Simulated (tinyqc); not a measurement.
Worked calculation: polytypes by hexagonality, and a cubic inclusion as a quantum well. Values are carried at full precision from step to step, so a last printed digit may differ when a step is redone from the rounded ones.

A layer is h if its two neighbours in the periodic sequence sit on the same site, k otherwise; the hexagonality h is the share of h layers.

Constants: hbar^2/2m0 = 3.80998211 eV angstrom^2.

Values chosen for the exercise (of the order of those of InAs; not measured data): E3 = 0.414 eV (gap of the cubic polytype); E2 = 0.462 eV (gap of 2H); Ev2 = 0.045 eV (valence top of 2H above that of 3C); P2 = 0.0018 C/m^2 (spontaneous polarisation of 2H); m = (0.024, 0.025) m0 (electron mass along c in the cubic layer and in the host); d = 3.509 angstrom (thickness of a double layer); eps = 15.4 (dielectric constant); N = 9 (double layers in the cubic inclusion).

## Hexagonality

Stacking sequences:
```
polytype    sequence
8H          ABCABACB
4H              ABCB
2H                AB
10H       ABCABCBACB
3C               ABC
```

Give the h/k string and h of each.

Hexagonality:
```
polytype  h/k string       h
8H          hkkkhkkk  0.2500
4H              hkhk  0.5000
2H                hh  1.0000
10H       hkkkkhkkkk  0.2000
3C               kkk  0.0000
```

## Gaps and band edges

Gap: E3 + (E2 - E3) h. Valence top Ev2 h and polarisation P2 h, both counted from 3C; Ec = Ev + gap.

Evaluate for each polytype.

Results:
```
polytype  gap (eV)  Ev (eV)  Ec (eV)  P (C/m^2)
8H          0.4260   0.0112   0.4373    0.00045
4H          0.4380   0.0225   0.4605    0.00090
2H          0.4620   0.0450   0.5070    0.00180
10H         0.4236   0.0090   0.4326    0.00036
3C          0.4140   0.0000   0.4140    0.00000
```

The widest gap is that of 2H, the narrowest that of 3C. Ev and Ec both rise with h, so 3C collects electrons and the more hexagonal side holes: a staggered line-up.

## The bound level without the field

A cubic inclusion of width L = N d in the host (h = 1) is a well of depth V = Ec(host) - Ec(3C). Square well with mass mismatch: k tan(k L/2) = (m_w/m_b) q, k = sqrt(m_w E/c), q = sqrt(m_b (V - E)/c), c = hbar^2/2m0, lowest root. The depth of the level, V - E, is its binding, and the transition to the valence top of the host is gap(host) - (V - E). The step in polarisation gives a field |F| = |P|/(eps eps0) in a thin inclusion, eps0 = 8.8541878e-12 F/m.

Give V, L, the level E, its depth below the host conduction edge and the transition to the valence top of the host, gap(host) - (V - E).

V = 0.0930 eV
L = 31.581 angstrom
E above the bottom = 0.0812 eV
depth below the host edge = 0.0118 eV
transition = 0.4502 eV

The level keeps 13 % of the well depth. The transition lies above the gap of 3C itself (0.414 eV).

## The polarisation field

Give |F|, the drop |F| L, the bound charge |P|/e per cm^2 (e = 1.602176634e-19 C), and, as a first estimate, the shift -|F| L/2 of the transition for an electron centred in the layer and a hole in the host on the high side.

|F| = 0.132 MV/cm
drop = 41.7 meV
bound charge = 1.12e+12 cm^-2
estimated shift = -20.8 meV

The drop is 45 % of the well depth. The host edge on the low side sinks by 21 meV against the centre, more than the 12 meV by which the flat well binds, so the level may not survive the field and the estimate must be checked.

## Checks

- Square-well root against finite differences on a grid of 0.5 angstrom (eV): both 0.081.

Run: tinyqc, `OMP_NUM_THREADS=1 python tinyqc.py 1881227 1881228 out.jsonl`; Intel(R) Xeon(R) Processor @ 2.30GHz, one thread, shared host; about 0.1 s of CPU time with all checks.
